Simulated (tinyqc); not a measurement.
Critical temperature from a phonon spectrum: McMillan, Allen-Dynes and the linearised Eliashberg equation: one step, computed by the program tinyqc.

alpha^2 F(omega) = sum_i (lambda_i omega_i/2) delta(omega - omega_i), so that lambda = 2 int alpha^2 F/omega d omega = sum_i lambda_i.

Question. The small kernel at the trial temperature. Linearised Eliashberg equation at omega_n = (2n + 1) pi k_B T, n = 0..N-1: lambda(j) = sum_i lambda_i omega_i^2/(omega_i^2 + (2 pi j k_B T)^2); K_mn = lambda(m - n) + lambda(m + n + 1) - 2 mu*(N) - delta_mn [2m + 1 + lambda(0) + 2 sum_(j=1..m) lambda(j)], with 1/mu*(N) = 1/mu* + ln(omega_rms/omega_N), omega_N = (2N + 1) pi k_B T. T_c is where the largest eigenvalue rho of K is zero.

Inputs (values chosen for the exercise, for a model metal):

| quantity | value | unit |
|---|---|---|
| peak energy omega_1 | 5.76 | meV |
| coupling lambda_1 | 0.366 | - |
| peak energy omega_2 | 10.5 | meV |
| coupling lambda_2 | 0.622 | - |
| peak energy omega_3 | 24.5 | meV |
| coupling lambda_3 | 0.602 | - |
| Coulomb pseudopotential mu* | 0.13 | - |
| trial temperature | 11.8 | K |
| Matsubara points N in the small matrix | 3 | - |

Peaks in alpha^2 F: three.

omega_rms = 16.67426 meV

Constants: k_B = 8.617333262e-05 eV/K.

Give: lambda(j), j = 0, 1, ...; mu*(N); K.

Answer.

lambda(j), j = 0, 1, ...: 1.590  1.182  0.786  0.547  0.396  0.295

mu*(N) = 0.1352

K:
```
        1       2       3
1  -0.089   1.697   1.063
2   1.697  -5.086   1.307
3   1.063   1.307  -8.910
```
